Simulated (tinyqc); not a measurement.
Worked calculation: Hueckel theory of the pi electrons with the omega technique, for the molecule BC(=O)C([CH2+])=CC=C (SMILES; centres numbered as the heavy atoms are written). One step of it, computed by the program tinyqc.

Question. Orbitals, round 2. Diagonalise; E = alpha + x beta with beta < 0, so the largest x are filled first; degenerate levels share their electrons. P = sum n_i c_ri c_si; each orbital has its largest coefficient positive (the first on a tie).

matrix after round 1, lower triangle:
```
           1B        2C        3O         4C        5C        6C         7C        8C
1B  -1.038450
2C   0.700000  0.309918
3O   0.000000  1.000000  0.567026
4C   0.000000  1.000000  0.000000  -0.010190
5C   0.000000  0.000000  0.000000   1.000000  0.441947
6C   0.000000  0.000000  0.000000   1.000000  0.000000  0.357593
7C   0.000000  0.000000  0.000000   0.000000  0.000000  1.000000  -0.001577
8C   0.000000  0.000000  0.000000   0.000000  0.000000  0.000000   1.000000  0.353733
```

pi electrons, sum of z_r less the charge = 6

Give: x values; occupations; coefficients; charge and bond-order matrix P.

Answer.

x values: 2.2158  1.5768  1.0815  0.3841  -0.1463  -0.8973  -1.3400  -1.8945

occupations: 2.0000  2.0000  2.0000  0.0000  0.0000  0.0000  0.0000  0.0000

coefficients:
```
       MO1      MO2      MO3      MO4      MO5      MO6      MO7      MO8
1B  0.1030  -0.1144  -0.0834  -0.0031  -0.3680   0.5379   0.6313   0.3821
2C  0.4790  -0.4274  -0.2526  -0.0063  -0.4690   0.1084  -0.2720  -0.4673
3O  0.2905  -0.4232  -0.4911   0.0347   0.6575  -0.0741   0.1426   0.1898
4C  0.5503  -0.0381   0.3546  -0.0330  -0.1859  -0.4334  -0.1358   0.5728
5C  0.3102  -0.0336   0.5544   0.5698   0.3160   0.3236   0.0762  -0.2451
6C  0.4357   0.4004   0.0853  -0.5765   0.1783  -0.0476   0.3763  -0.3668
7C  0.2593   0.5264  -0.2928   0.0177   0.0961   0.4931  -0.5031   0.2533
8C  0.1392   0.4303  -0.4024   0.5833  -0.1922  -0.3942   0.2970  -0.1127
```

charge and bond-order matrix P, lower triangle:
```
         1B       2C       3O       4C       5C      6C      7C      8C
1B   0.0613
2C   0.2386   0.9518
3O   0.2386   0.8882   1.0094
4C   0.0630   0.3807   0.0038   0.8600
5C  -0.0209   0.0458  -0.3358   0.7371   0.8095
6C  -0.0160   0.0321  -0.1695   0.5094   0.3379  0.7149
7C  -0.0181  -0.0535  -0.0072   0.0376  -0.1992  0.5975  0.8601
8C  -0.0026  -0.0311   0.1119  -0.1649  -0.3887  0.3974  0.7609  0.7331
```
